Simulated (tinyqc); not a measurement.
What each parameter does: exciton in a hard-walled quantum well (variational).

Electron and hole in the lowest states cos(pi z/L) of a hard-walled well; relative motion in the plane exp(-rho/lam). E(lam) = c/(mu lam^2) - (q/eps) <1/r>, <1/r> = integral over k from 0 to infinity of F(kL) (1 + (k lam/2)^2)^(-3/2), F(x) = [3x + 8 pi^2/x - 32 pi^4 (1 - exp(-x))/(x^2 (x^2 + 4 pi^2))]/(x^2 + 4 pi^2); c = hbar^2/2m0, q = e^2/(4 pi eps0). E is counted from the subband edge.

Constants: hbar^2/2m0 = 3.80998211 eV angstrom^2; e^2/(4 pi eps0) = 14.39964547 eV angstrom; Ry = 13.60569312 eV.

Parameters, chosen for this exercise (near those of InGaAs; not measured data): me = 0.04 m0 (electron mass); mh = 0.1 m0 (hole mass); eps = 13.9 (dielectric constant); L = 283 angstrom (well width).

1/mu = 1/me + 1/mh, Ry* = Ry mu/eps^2; the minimum over lam.

One parameter was then changed.

Results before and after:

| case | binding (meV) | lam (angstrom) | binding/Ry* |
|---|---|---|---|
| base | 4.01 | 232.3 | 1.993 |
| changed | 4.22 | 218.9 | 1.928 |

Which of these changes was made? (a) mh = 0.14 m0; (b) me = 0.034 m0; (c) eps = 15.3; (d) L = 396 angstrom.
Answer: (a) mh = 0.14 m0. Of the candidates, run in turn, only this one gives the changed row.

All candidates:

| case | binding (meV) | lam (angstrom) | binding/Ry* |
|---|---|---|---|
| base | 4.01 | 232.3 | 1.993 |
| me = 0.034 m0 | 3.72 | 252.7 | 2.084 |
| mh = 0.14 m0 | 4.22 | 218.9 | 1.928 |
| eps = 15.3 | 3.43 | 248.6 | 2.066 |
| L = 396 angstrom | 3.50 | 257.8 | 1.739 |

Computed by tinyqc, a small Python program: `OMP_NUM_THREADS=1 python tinyqc.py 1280619 1280620 out.jsonl` (the numbers bound the seed that draws the inputs); one thread of a shared host (Intel(R) Xeon(R) Processor @ 2.30GHz), about 0.02 s for the whole set of steps.
